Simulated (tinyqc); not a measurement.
Two-dimensional dopant profile at a mask edge: lateral junction, overlap and effective channel length: one step, computed by the program tinyqc.

Ions enter for y < 0; the mask (spacer, then gate) covers y > 0. x is the depth. The surface reflects dopant during the anneal.

Task: Widths and vertical profile. Widths s_x^2 = (vertical straggle)^2 + 2 D t, s_y^2 = (lateral straggle)^2 + 2 D t. C(x, y) = V(x) (1/2) erfc(y/(sqrt2 s_y)), V(x) = Q/(sqrt(2 pi) s_x) [exp(-(x - R_p)^2/(2 s_x^2)) + exp(-(x + R_p)^2/(2 s_x^2))]; 1 nm = 1e-7 cm. The vertical junction far from the mask solves V(x) = C_B.

Inputs (values chosen for the exercise, modelled on a source-drain extension in silicon):

| quantity | value | unit |
|---|---|---|
| dose Q | 1.3e+14 | 1/cm^2 |
| projected range R_p | 7 | nm |
| vertical straggle | 2.8 | nm |
| lateral straggle | 1.6 | nm |
| anneal budget D t | 1.4e-13 | cm^2 |
| channel doping C_B | 4.6e+17 | 1/cm^3 |

Give: s_x; s_y; V at the surface; V at R_p; vertical junction x_j.

Result:

s_x = 5.987 nm

s_y = 5.528 nm

V at the surface = 8.746e+19 1/cm^3

V at R_p = 9.226e+19 1/cm^3

vertical junction x_j = 26.38 nm
